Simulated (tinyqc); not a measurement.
Inside a calculation: short-period [001] superlattice in sp3s* tight binding. Values are carried at full precision from step to step, so a last printed digit may differ when a step is redone from the rounded ones.

sp3s* tight binding, nearest neighbours only: anion (a) at 0, cation (c) at a/4 (1,1,1), orbitals s, px, py, pz, s* on each; k in units of 2 pi/a. With phases e_j = exp(i (pi/2) k.n_j) for n = (1,1,1), (1,-1,-1), (-1,1,-1), (-1,-1,1): g0 = (e1+e2+e3+e4)/4, g1 = (e1+e2-e3-e4)/4, g2 = (e1-e2+e3-e4)/4, g3 = (e1-e2-e3+e4)/4. The diagonal holds the levels Esa, Epa, Exa (s*) and Esc, Epc, Exc. Anion-cation block: <sa|sc> = Vss g0; <sa|xc> = Vsapc g1; <xa|sc> = -Vscpa g1; <xa|xc> = Vxx g0; <xa|yc> = <ya|xc> = Vxy g3, <xa|zc> = <za|xc> = Vxy g2, <ya|zc> = <za|yc> = Vxy g1; <s*a|xc> = Vxapc g1; <xa|s*c> = -Vpaxc g1; y and z take g2 and g3 in place of g1; s-s* and s*-s* vanish.

Inputs chosen for the exercise (A near a published set for GaAs, B for AlAs; not measured data): pA = (-8.338, 1.043, -2.662, 3.665, 8.616, 6.729, -6.455, 1.955, 5.093, 4.473, 5.795, 4.847, 4.805) eV (order Esa, Epa, Esc, Epc, Exa, Exc, Vss, Vxx, Vxy, Vsapc, Vscpa, Vxapc, Vpaxc); pB = (-7.545, 0.985, -1.16, 3.59, 7.472, 6.737, -6.66, 1.879, 4.285, 5.107, 5.485, 4.512, 4.989) eV (the same for B); dEv = 0.43 eV (valence offset: Ev(B) lies this far below Ev(A)); n = 2 (monolayers of A); m = 1 (monolayers of B).

## Band line-up of the two bulk crystals

Edges on the common scale: Ev, the conduction level at Gamma, the minimum on (kx,0,0) for kx from 0.5 to 1, and the level at X.

Edges (eV):
```
crystal       Ev   Gamma  Delta minimum       X
A         0.0000  1.5512         2.0285  2.0285
B        -0.4300  2.6019         1.8393  1.8703
```

For Gamma electrons A is the well, 1.051 eV deep; for X electrons B is, 0.158 eV deep; holes sit in A.

## Shifted levels

Planes alternate anion, cation along [001], a/4 apart; at zero in-plane momentum s, pz, s* form one block. All levels of A are shifted so that its Ev (lower root of [[Epa, Vxx], [Vxx, Epc]]) is 0, and those of B so that its Ev is -dEv. A monolayer is an anion plane and the cation plane above it; an anion between unlike cations takes the mean of the two anion levels; each bond takes the couplings of its cation. Block from an anion to the cation above: U with Vss/2 (s,s), Vsapc/2 (s,z), -Vscpa/2 (z,s), Vxx/2 (z,z), Vxapc/2 (s*,z), -Vpaxc/2 (z,s*); to the cation below: the same with the s-z and s*-z signs reversed. The cell of n + m monolayers is closed with the phase exp(2 pi i q). No spin-orbit coupling. In this block 2 (n + m) levels are filled.

Parameters in the order Esa, Epa, Esc, Epc, Exa, Exc, Vss, Vxx, Vxy, Vsapc, Vscpa, Vxapc, Vpaxc. Find Ev of each set and shift the levels.

Ev before the shift (eV): A 0.0001, B 0.0012

Levels (eV):
```
plane                  s       p      s*
anion A          -8.3381  1.0429  8.6159
cation A         -2.6621  3.6649  6.7289
anion B          -7.9762  0.5538  7.0408
cation B         -1.5912  3.1588  6.3058
interface anion  -8.1572  0.7983  7.8283
```

## The matrix for n = 2, m = 1 at q = 0

Planes in the order a1, c1, a2, c2, ...; the A cations come first.

H (eV), lower triangle:
```
        sa1     za1     *a1     sc1     zc1    *c1     sa2     za2    *a2     sc2     zc2    *c2
sa1  -8.157
za1       0   0.798
*a1       0       0   7.828
sc1  -3.228  -2.897       0  -2.662
zc1   2.236   0.978   2.424       0   3.665
*c1       0  -2.402       0       0       0  6.729
sa2       0       0       0  -3.228  -2.236      0  -8.338
za2       0       0       0   2.897   0.978  2.402       0   1.043
*a2       0       0       0       0  -2.424      0       0       0  8.616
sc2       0       0       0       0       0      0  -3.228  -2.897      0  -2.662
zc2       0       0       0       0       0      0   2.236   0.978  2.424       0   3.665
*c2       0       0       0       0       0      0       0  -2.402      0       0       0  6.729
sa3       0       0       0       0       0      0       0       0      0  -3.228  -2.236      0
za3       0       0       0       0       0      0       0       0      0   2.897   0.978  2.402
*a3       0       0       0       0       0      0       0       0      0       0  -2.424      0
sc3  -3.330   2.743       0       0       0      0       0       0      0       0       0      0
zc3  -2.554   0.940  -2.256       0       0      0       0       0      0       0       0      0
*c3       0   2.494       0       0       0      0       0       0      0       0       0      0

        sa3     za3    *a3     sc3    zc3    *c3
sa3  -8.157
za3       0   0.798
*a3       0       0  7.828
sc3  -3.330  -2.743      0  -1.591
zc3   2.554   0.940  2.256       0  3.159
*c3       0  -2.494      0       0      0  6.306
```

## Levels of the small cell

Diagonalise (s, pz, s* block of a cell with n = 2, m = 1; px and py are apart). The lowest 6 levels are filled. Give the share of the cation weight of the lowest empty level that lies on the A cations, c1 and c2.

levels (eV): -12.437  -11.064  -10.872  -5.815  -5.458  -0.141  1.823  2.228  2.231  2.727  2.826  4.521  6.589  8.065  9.323  9.446  10.502  11.104

share on A cations = 0.832

The lowest empty level is number 7, at 1.823 eV.

## Checks

- Cell of two equal monolayers against the bulk levels at Gamma and X: they agree to 1e-10 or better.

Computed by tinyqc, a small Python program: `OMP_NUM_THREADS=1 python tinyqc.py 1452066 1452067 out.jsonl` (the numbers bound the seed that draws the inputs); one thread of a shared host (Intel(R) Xeon(R) Processor @ 2.30GHz), about 0.3 s for the whole set of steps.
